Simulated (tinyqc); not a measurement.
Temperatures in a stack of 3 dies with leakage feedback: one step of the calculation.

One-dimensional heat flow to a sink below die 0. The power of each die is released in a plane at its top; from the plane of die j > 0 heat crosses its silicon (ts), a bond layer and the wiring of die j - 1; from die 0 it crosses t0, paste and sink. Copper shares the path through bond and wiring in parallel: k_eff = fm km + (1 - fm) k. Silicon is taken at the temperature of the plane above it. Leakage is P_l exp((T - 350 K)/Tl).

Problem. Resistances per area at 300 K. R = thickness/conductivity for each layer.

Inputs (values chosen for the exercise); conductivities of the order met in silicon, wiring layers, bonds and pastes: conductivity of silicon at 300 K k0 = 138 W/(m K); thickness of a thinned die ts = 100 um; thickness of the die next to the sink t0 = 500 um; thickness of the wiring layers tb = 12 um; conductivity of the wiring layers kb = 2.1 W/(m K); thickness of a bond layer tg = 20 um; conductivity of the bond dielectric kg = 1.1 W/(m K); area share of copper through bond and wiring fm = 0.1; conductivity of copper km = 390 W/(m K); paste and lid Rt = 0.15 K cm^2/W; heat sink Rs = 0.49 K cm^2/W.

Give: thick die; thinned die; k_eff of the bond; k_eff of the wiring; bond plus wiring; paste plus sink.

Solution.

thick die = 0.03623 K cm^2/W
thinned die = 0.007246 K cm^2/W
k_eff of the bond = 39.99 W/(m K)
k_eff of the wiring = 40.89 W/(m K)
bond plus wiring = 0.007936 K cm^2/W
paste plus sink = 0.6400 K cm^2/W

tinyqc, about 0.03 s, one thread, Intel Xeon 2.30GHz (shared host): `OMP_NUM_THREADS=1 python tinyqc.py 2162179 2162180 out.jsonl`
